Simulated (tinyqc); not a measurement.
Inputs raised by 2 %, one at a time: Rutherford backscattering from a thin compound film on silicon: kinematics, yields, composition and thickness. Computed by tinyqc, a small Python program. Command: `OMP_NUM_THREADS=1 python tinyqc.py 3016641 3016642 out.jsonl rbs sens`. One thread of a shared host (Intel(R) Xeon(R) Processor @ 2.30GHz), about 0.01 s of CPU time with the checks.

Singly charged helium ions (Z1 = 2, M1 = 4.0026 u) enter at the tilt angle a1 to the normal and leave at a2 = |180 - theta - tilt| in the same plane. The film is A B_x.

Inputs (values chosen for the exercise, modelled on a helium beam on WSi2):
```
quantity                                value           unit
beam energy E0                            2.1            MeV
scattering angle theta                    150        degrees
tilt of the sample                          7        degrees
heavy element: Z_A                         74              -
heavy element: mass M_A                 183.8              u
heavy element: stopping eps_A at 2 MeV    112  1e-15 eV cm^2
light element: Z_B                         14              -
light element: mass M_B                 28.09              u
light element: stopping eps_B at 2 MeV     49  1e-15 eV cm^2
atoms of B per atom of A, x              2.16              -
atomic density of the film               75.8         1/nm^3
film thickness d                           48             nm
collected charge                           29   microcoulomb
detector solid angle                      1.7            msr
detector resolution (FWHM)                 16            keV
```

Constants: e^2/(4 pi eps_0) = 14.39964548 eV angstrom; e = 1.602176634e-19 C.

Method:
- Kinematic factor K = [(sqrt(M^2 - M1^2 sin^2 theta) + M1 cos theta)/(M + M1)]^2.
- Surface edges lie at K E0; substrate silicon has M = 28.09 u. Mass resolution at M_A = resolution/(E0 dK/dM).
- Stopping per atom eps(E) = eps(2 MeV) (E/2 MeV)^(-0.4) (a law chosen for the exercise); Bragg rule eps_film = (eps_A + x eps_B)/(1 + x); areal density N d, with 1/nm^2 = 0.1 x 1e15/cm^2.
- Width of the signal of element i: [K_i eps(E0)/cos a1 + eps(K_i E0)/cos a2] N d; depth resolution = resolution x d/width of A; energy lost on the way in = eps(E0) N d/cos a1.
- Rutherford cross section in the laboratory frame: sigma = (Z1 Z e^2/(4 pi eps_0 4E))^2 (4/sin^4 theta) (r + cos theta)^2/r, r = sqrt(1 - (M1 sin theta/M)^2), times the screening factor 1 - 0.049 Z1 Z^(4/3)/E (E in keV); 1 angstrom^2 = 1e8 barn.
- Counts = (charge/e) x solid angle x sigma(E_mean) x areal density of the element/cos a1, E_mean = E0 - half the energy lost on the way in; 1 barn = 1e-24 cm^2. The ratio of areas returns x = (Y_B/Y_A)(sigma_A/sigma_B), with the counting error sqrt(1/Y_A + 1/Y_B).

Runs; columns: (1) input moved; (2) from; (3) to; (4) depth resolution (nm); (5) ratio of areas Y_B/Y_A; (6) counting error of x without background (%); (7) energy lost on the way in (keV):
```
(1)                                                      (2)     (3)     (4)       (5)      (6)     (7)
base run                                                   -       -  15.222  0.075643  0.73536  24.782
beam energy E0 (MeV)                                     2.1   2.142  15.344  0.075623  0.75017  24.586
atoms of B per atom of A, x                             2.16  2.2032  15.282  0.077156  0.73360  24.685
atomic density of the film (1/nm^3)                     75.8  77.316  14.924  0.075643  0.72803  25.278
heavy element: stopping eps_A at 2 MeV (1e-15 eV cm^2)   112  114.24  15.068  0.075643  0.73531  25.037
light element: stopping eps_B at 2 MeV (1e-15 eV cm^2)    49   49.98  15.076  0.075643  0.73531  25.023
detector resolution (FWHM) (keV)                          16   16.32  15.527  0.075643  0.73536  24.782
scattering angle theta (degrees)                         150     153  15.399  0.075572  0.74553  24.782
```

Exponents ln(y'/y) / ln(x'/x):
```
input                                   depth resolution  ratio of areas Y_B/Y_A  counting error of x without background  energy lost on the way in
beam energy E0                                     0.400                  -0.013                                   1.007                     -0.400
atoms of B per atom of A, x                        0.197                   1.000                                  -0.121                     -0.197
atomic density of the film                        -1.000                   0.000                                  -0.506                      1.000
heavy element: stopping eps_A at 2 MeV            -0.517                   0.000                                  -0.003                      0.517
light element: stopping eps_B at 2 MeV            -0.488                   0.000                                  -0.003                      0.488
detector resolution (FWHM)                         1.000                   0.000                                   0.000                      0.000
scattering angle theta                             0.581                  -0.047                                   0.694                      0.000
```

To which inputs is each result most sensitive?

Among the inputs moved here: depth resolution answers most in size to atomic density of the film (exponent -1.000), and about equally to detector resolution (FWHM) (+1.000). Its exponent +0.400 in beam energy E0: the chosen stopping law. Its exponent -1.000 in atomic density of the film: the method measures atoms per area, so depth needs the density. Ratio of areas Y_B/Y_A answers most in size to atoms of B per atom of A, x (exponent +1.000), next to scattering angle theta (-0.047); its exponent is below 0.0005 for atomic density of the film, heavy element: stopping eps_A at 2 MeV, light element: stopping eps_B at 2 MeV, detector resolution (FWHM). Its exponent +1.000 in atoms of B per atom of A, x: areas count atoms. Counting error of x without background answers most in size to beam energy E0 (exponent +1.007), next to scattering angle theta (+0.694); its exponent is below 0.0005 for detector resolution (FWHM). Its exponent +1.007 in beam energy E0: sigma falls as 1/E^2 and the error goes as its inverse root. Energy lost on the way in answers most in size to atomic density of the film (exponent +1.000), next to heavy element: stopping eps_A at 2 MeV (+0.517); its exponent is below 0.0005 for detector resolution (FWHM), scattering angle theta.

Caution (all rows): the silicon signal of the film merges with that of the substrate, so only the width of A can be read directly. Caution (all rows): film and substrate silicon overlap, so Y_B must be separated by a fit.
